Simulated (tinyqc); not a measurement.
CISD on RHF in the 6-311g basis, for H2, spin multiplicity 1, step by step. One step of it, computed by the program tinyqc.

Problem. Integrals over molecular orbitals. (pq|rs) = sum C_ip C_jq C_kr C_ls (ij|kl), one index at a time.

coefficients C:
```
            MO1        MO2        MO3        MO4        MO5        MO6
1H 1s  0.202145   0.075163  -0.052349  -0.083821  -1.050665  -1.164109
1H 2s  0.289277  -0.074730  -0.682611  -1.897878   1.205437   1.863079
1H 3s  0.117582   2.536308   0.837275   2.340846  -0.486722  -1.254718
2H 1s  0.202145  -0.075163  -0.052349   0.083821  -1.050665   1.164109
2H 2s  0.289277   0.074730  -0.682611   1.897878   1.205437  -1.863079
2H 3s  0.117582  -2.536308   0.837275  -2.340846  -0.486722   1.254718
```

core Hamiltonian H = T + V (hartree):
```
           1H 1s      1H 2s      1H 3s      2H 1s      2H 2s      2H 3s
1H 1s  -0.589514  -1.052687  -0.690700  -0.749362  -0.834627  -0.614695
1H 2s  -1.052687  -1.093231  -0.870015  -0.834627  -0.976402  -0.810241
1H 3s  -0.690700  -0.870015  -0.817444  -0.614695  -0.810241  -0.782023
2H 1s  -0.749362  -0.834627  -0.614695  -0.589514  -1.052687  -0.690700
2H 2s  -0.834627  -0.976402  -0.810241  -1.052687  -1.093231  -0.870015
2H 3s  -0.614695  -0.810241  -0.782023  -0.690700  -0.870015  -0.817444
```

Two-electron integrals (ij|kl) in chemists' order, unique and non-zero (hartree):
```
(11|11) 1.393035   (21|11) 0.822971   (21|21) 0.509703   (22|11) 0.822904
(22|21) 0.543028   (22|22) 0.644106   (31|11) 0.411256   (31|21) 0.257757
(31|22) 0.279868   (31|31) 0.130794   (32|11) 0.543681   (32|21) 0.365771
(32|22) 0.452669   (32|31) 0.189803   (32|32) 0.325140   (33|11) 0.494021
(33|21) 0.340115   (33|22) 0.445993   (33|31) 0.178035   (33|32) 0.331779
(33|33) 0.361682   (41|11) 0.373221   (41|21) 0.234252   (41|22) 0.253776
(41|31) 0.118853   (41|32) 0.171714   (41|33) 0.160459   (41|41) 0.140985
(42|11) 0.389883   (42|21) 0.258620   (42|22) 0.307156   (42|31) 0.133403
(42|32) 0.215206   (42|33) 0.210469   (42|41) 0.165725   (42|42) 0.219040
(43|11) 0.241653   (43|21) 0.162557   (43|22) 0.198871   (43|31) 0.084264
(43|32) 0.141295   (43|33) 0.141035   (43|41) 0.104916   (43|42) 0.144011
(43|43) 0.096153   (44|11) 0.758713   (44|21) 0.516226   (44|22) 0.636795
(44|31) 0.268258   (44|32) 0.451490   (44|33) 0.447366   (44|41) 0.373221
(44|42) 0.527459   (44|43) 0.351616   (44|44) 1.393035   (51|11) 0.527459
(51|21) 0.328524   (51|22) 0.353092   (51|31) 0.166400   (51|32) 0.238570
(51|33) 0.222702   (51|41) 0.165725   (51|42) 0.188002   (51|43) 0.118731
(51|44) 0.389883   (51|51) 0.219040   (52|11) 0.589585   (52|21) 0.392439
(52|22) 0.473995   (52|31) 0.202859   (52|32) 0.336058   (52|33) 0.335596
(52|41) 0.208451   (52|42) 0.268011   (52|43) 0.176739   (52|44) 0.589585
(52|51) 0.268011   (52|52) 0.380253   (53|11) 0.428761   (53|21) 0.291315
(53|22) 0.369003   (53|31) 0.151714   (53|32) 0.268512   (53|33) 0.280224
(53|41) 0.156679   (53|42) 0.211768   (53|43) 0.142779   (53|44) 0.473664
(53|51) 0.200409   (53|52) 0.303658   (53|53) 0.252541   (54|11) 0.516226
(54|21) 0.349706   (54|22) 0.432701   (54|31) 0.181662   (54|32) 0.308635
(54|33) 0.309467   (54|41) 0.234252   (54|42) 0.328524   (54|43) 0.220520
(54|44) 0.822971   (54|51) 0.258620   (54|52) 0.392439   (54|53) 0.319005
(54|54) 0.509703   (55|11) 0.636795   (55|21) 0.432701   (55|22) 0.546809
(55|31) 0.225310   (55|32) 0.396758   (55|33) 0.411112   (55|41) 0.253776
(55|42) 0.353092   (55|43) 0.239690   (55|44) 0.822904   (55|51) 0.307156
(55|52) 0.473995   (55|53) 0.395771   (55|54) 0.543028   (55|55) 0.644106
(61|11) 0.351616   (61|21) 0.220520   (61|22) 0.239690   (61|31) 0.111920
(61|32) 0.162619   (61|33) 0.152615   (61|41) 0.104916   (61|42) 0.118731
(61|43) 0.075101   (61|44) 0.241653   (61|51) 0.144011   (61|52) 0.176739
(61|53) 0.132451   (61|54) 0.162557   (61|55) 0.198871   (61|61) 0.096153
(62|11) 0.473664   (62|21) 0.319005   (62|22) 0.395771   (62|31) 0.165599
(62|32) 0.284659   (62|33) 0.291148   (62|41) 0.156679   (62|42) 0.200409
(62|43) 0.132451   (62|44) 0.428761   (62|51) 0.211768   (62|52) 0.303658
(62|53) 0.244853   (62|54) 0.291315   (62|55) 0.369003   (62|61) 0.142779
(62|62) 0.252541   (63|11) 0.443149   (63|21) 0.305479   (63|22) 0.401952
(63|31) 0.159984   (63|32) 0.299705   (63|33) 0.328293   (63|41) 0.151435
(63|42) 0.204030   (63|43) 0.138131   (63|44) 0.443149   (63|51) 0.204030
(63|52) 0.315356   (63|53) 0.267730   (63|54) 0.305479   (63|55) 0.401952
(63|61) 0.138131   (63|62) 0.267730   (63|63) 0.306307   (64|11) 0.268258
(64|21) 0.181662   (64|22) 0.225310   (64|31) 0.094384   (64|32) 0.161100
(64|33) 0.162296   (64|41) 0.118853   (64|42) 0.166400   (64|43) 0.111920
(64|44) 0.411256   (64|51) 0.133403   (64|52) 0.202859   (64|53) 0.165599
(64|54) 0.257757   (64|55) 0.279868   (64|61) 0.084264   (64|62) 0.151714
(64|63) 0.159984   (64|64) 0.130794   (65|11) 0.451490   (65|21) 0.308635
(65|22) 0.396758   (65|31) 0.161100   (65|32) 0.291179   (65|33) 0.308523
(65|41) 0.171714   (65|42) 0.238570   (65|43) 0.162619   (65|44) 0.543681
(65|51) 0.215206   (65|52) 0.336058   (65|53) 0.284659   (65|54) 0.365771
(65|55) 0.452669   (65|61) 0.141295   (65|62) 0.268512   (65|63) 0.299705
(65|64) 0.189803   (65|65) 0.325140   (66|11) 0.447366   (66|21) 0.309467
(66|22) 0.411112   (66|31) 0.162296   (66|32) 0.308523   (66|33) 0.342608
(66|41) 0.160459   (66|42) 0.222702   (66|43) 0.152615   (66|44) 0.494021
(66|51) 0.210469   (66|52) 0.335596   (66|53) 0.291148   (66|54) 0.340115
(66|55) 0.445993   (66|61) 0.141035   (66|62) 0.280224   (66|63) 0.328293
(66|64) 0.178035   (66|65) 0.331779   (66|66) 0.361682
```

Give: one-electron integrals over orbitals h = C^T H C; Two-electron integrals over orbitals.

Solution.

one-electron integrals over orbitals h = C^T H C (hartree):
```
         1        2        3        4        5        6
1  -1.2942   0.0000   0.1388   0.0000   0.1121   0.0000
2   0.0000  -0.4630   0.0000   0.2057   0.0000   0.0180
3   0.1388   0.0000  -0.3782   0.0000  -0.1847   0.0000
4   0.0000   0.2057   0.0000  -0.2444   0.0000  -0.2378
5   0.1121   0.0000  -0.1847   0.0000   1.1058   0.0000
6   0.0000   0.0180   0.0000  -0.2378   0.0000   1.5173
```

Two-electron integrals over orbitals (pq|rs), unique and non-zero (hartree):
```
(11|11) 0.6768     (21|21) 0.0384     (22|11) 0.3400     (22|22) 0.2934
(31|11) -0.1388    (31|22) -0.0208    (31|31) 0.0545     (32|21) 0.0242
(32|32) 0.0434     (33|11) 0.3668     (33|22) 0.2718     (33|31) -0.0339
(33|33) 0.2821     (41|21) -0.0573    (41|32) -0.0134    (41|41) 0.1051
(42|11) -0.1315    (42|22) -0.0399    (42|31) 0.0348     (42|33) -0.0432
(42|42) 0.0487     (43|21) 0.0233     (43|32) 0.0171     (43|41) -0.0358
(43|43) 0.0209     (44|11) 0.5159     (44|22) 0.3227     (44|31) -0.0804
(44|33) 0.3161     (44|42) -0.1006    (44|44) 0.4482     (51|11) -0.1121
(51|22) -0.0072    (51|31) 0.0565     (51|33) -0.0251    (51|42) 0.0213
(51|44) -0.0548    (51|51) 0.1001     (52|21) 0.0028     (52|32) 0.0013
(52|41) -0.0017    (52|43) -0.0052    (52|52) 0.0088     (53|11) 0.1206
(53|22) 0.0280     (53|31) -0.0414    (53|33) 0.0363     (53|42) -0.0319
(53|44) 0.0743     (53|51) -0.0497    (53|53) 0.0391     (54|21) -0.0055
(54|32) -0.0216    (54|41) -0.0091    (54|43) 0.0032     (54|52) -0.0127
(54|54) 0.0353     (55|11) 0.6571     (55|22) 0.3286     (55|31) -0.1365
(55|33) 0.3597     (55|42) -0.1222    (55|44) 0.4944     (55|51) -0.1375
(55|53) 0.1279     (55|55) 0.6733     (61|21) -0.0282    (61|32) 0.0111
(61|41) 0.0711     (61|43) -0.0300    (61|52) 0.0183     (61|54) -0.0483
(61|61) 0.1066     (62|11) -0.0231    (62|22) 0.0120     (62|31) 0.0187
(62|33) 0.0014     (62|42) 1.94e-04   (62|44) -0.0044    (62|51) 0.0319
(62|53) -0.0121    (62|55) -0.0315    (62|62) 0.0170     (63|21) 0.0265
(63|32) 0.0028     (63|41) -0.0516    (63|43) 0.0180     (63|52) -0.0037
(63|54) 0.0171     (63|61) -0.0524    (63|63) 0.0331     (64|11) 0.1545
(64|22) 0.0194     (64|31) -0.0617    (64|33) 0.0408     (64|42) -0.0381
(64|44) 0.0902     (64|51) -0.0810    (64|53) 0.0510     (64|55) 0.1666
(64|62) -0.0302    (64|64) 0.0888     (65|21) 0.0672     (65|32) 0.0140
(65|41) -0.1269    (65|43) 0.0509     (65|52) -0.0155    (65|54) 0.0458
(65|61) -0.1388    (65|63) 0.0832     (65|65) 0.2252     (66|11) 0.7216
(66|22) 0.3484     (66|31) -0.1643    (66|33) 0.3744     (66|42) -0.1440
(66|44) 0.5495     (66|51) -0.1888    (66|53) 0.1547     (66|55) 0.7490
(66|62) -0.0464    (66|64) 0.2149     (66|66) 0.8759
```
